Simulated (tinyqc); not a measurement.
Thickness and doping from the maximum and minimum capacitance.

Question. A MOS capacitor has Cmax = Cox = eps0 eox/tox and 1/Cmin = 1/Cox + Wm/(eps0 eps_r), with Wm = sqrt(4 eps0 eps_r Vt ln(N/ni)/(q N)) and N well above ni. Find tox, Wm and N.

Inputs (values chosen for the exercise); band and dielectric values those of a made-up semiconductor: temperature T = 350 K; relative permittivity eps_r = 14.9; relative permittivity of the gate insulator (close to aluminium oxide) eox = 9.1.

Constants: q = 1.602176634e-19 C, kB = 1.380649e-23 J/K, Vt = kB T/q, eps0 = 8.8541878128e-14 F/cm where lengths are in cm. Results are converted to the units shown.

Cmax = 0.14388055 uF/cm^2
Cmin = 0.026466533 uF/cm^2
ni = 5.8362663e8 cm^-3

Solution. Cmax gives tox and the series difference Wm. N follows by iterating N = 4 eps0 eps_r Vt ln(N/ni)/(q Wm^2); ln(N/ni)/N falls steadily for N > e ni, so there is one root in that range.

tox = 56.0 nm
Wm = 407 nm
N = 1.00e16 cm^-3

tinyqc, about 0.01 s, one thread, Intel Xeon 2.30GHz (shared host): `OMP_NUM_THREADS=1 python tinyqc.py 2060075 2060076 out.jsonl`
